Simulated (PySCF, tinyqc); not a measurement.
FCI on RHF in the sto-6g basis, frozen core, for BeH+, spin multiplicity 1, step by step. The lowest restricted solution is unstable here: a spin-polarised one lies 0.0105 hartree lower (PySCF). One step of it, computed by the program tinyqc.

Question. FCI: roots. Diagonalise (each vector has its largest component positive (the first on a tie)); all determinants have Ms = 0, so triplets appear too. The lowest singlet root is the correlation energy.

Occupation strings over the orbitals (2 doubly, a alpha, b beta, 0 empty; spin orbitals ordered 1a 1b 2a 2b ...): 220000 2ab000 2a000b 2ba000 2b000a 202000 20a00b 200200 200020 20b00a 200002

H - E(HF) between determinants (hartree):
```
           220000     2ab000     2a000b     2ba000     2b000a     202000     20a00b     200200
220000   0.000000   0.000000   0.000000   0.000000   0.000000   0.066648  -0.057397   0.045760
2ab000   0.000000   0.126559  -0.000251  -0.066648   0.057397   0.096568   0.062816   0.035068
2a000b   0.000000  -0.000251   0.382230   0.057397  -0.117761   0.062816  -0.003258  -0.024876
2ba000   0.000000  -0.066648   0.057397   0.126559  -0.000251  -0.096568   0.024169  -0.035068
2b000a   0.000000   0.057397  -0.117761  -0.000251   0.382230  -0.062816   0.061727   0.024876
202000   0.066648   0.096568   0.062816  -0.096568  -0.062816   0.469820   0.105890   0.048061
20a00b  -0.057397   0.062816  -0.003258   0.024169   0.061727   0.105890   0.530795  -0.007206
200200   0.045760   0.035068  -0.024876  -0.035068   0.024876   0.048061  -0.007206   0.636673
200020   0.045760   0.035068  -0.024876  -0.035068   0.024876   0.048061  -0.007206   0.024258
20b00a   0.057397   0.024169   0.061727   0.062816  -0.003258  -0.105890  -0.079299   0.007206
200002   0.117761  -0.061727   0.023426   0.061727  -0.023426   0.079299  -0.002201   0.022126

           200020     20b00a     200002
220000   0.045760   0.057397   0.117761
2ab000   0.035068   0.024169  -0.061727
2a000b  -0.024876   0.061727   0.023426
2ba000  -0.035068   0.062816   0.061727
2b000a   0.024876  -0.003258  -0.023426
202000   0.048061  -0.105890   0.079299
20a00b  -0.007206  -0.079299  -0.002201
200200   0.024258   0.007206   0.022126
200020   0.636673   0.007206   0.022126
20b00a   0.007206   0.530795   0.002201
200002   0.022126   0.002201   0.792865
```

Give: lowest roots of this matrix, relative to E(HF); lowest vectors; <S^2> of these roots; weight of the ground state by excitation level 0, 1, 2, ....

Answer.

lowest roots of this matrix, relative to E(HF) (hartree): -0.0434  0.0328  0.0997  0.2517  0.3459  0.4914  0.5481  0.6124

lowest vectors:
```
         root 1   root 2   root 3   root 4
220000   0.9600   0.0000  -0.1333   0.0000
2ab000   0.0460   0.6827   0.6125   0.0912
2a000b   0.0386  -0.1374   0.1439   0.6613
2ba000  -0.0460   0.6827  -0.6125   0.0912
2b000a  -0.0386  -0.1374  -0.1439   0.6613
202000  -0.1717   0.0000  -0.3969   0.0000
20a00b   0.1118  -0.1226   0.0393  -0.2333
200200  -0.0467   0.0000  -0.0246   0.0000
200020  -0.0467   0.0000  -0.0246   0.0000
20b00a  -0.1118  -0.1226  -0.0393  -0.2333
200002  -0.1112   0.0000   0.1692   0.0000
```

<S^2> of these roots: 0.0000  2.0000  0.0000  2.0000  0.0000  2.0000  0.0000  0.0000

weight of the ground state by excitation level 0, 1, 2, ...: 0.9216  0.0072  0.0712
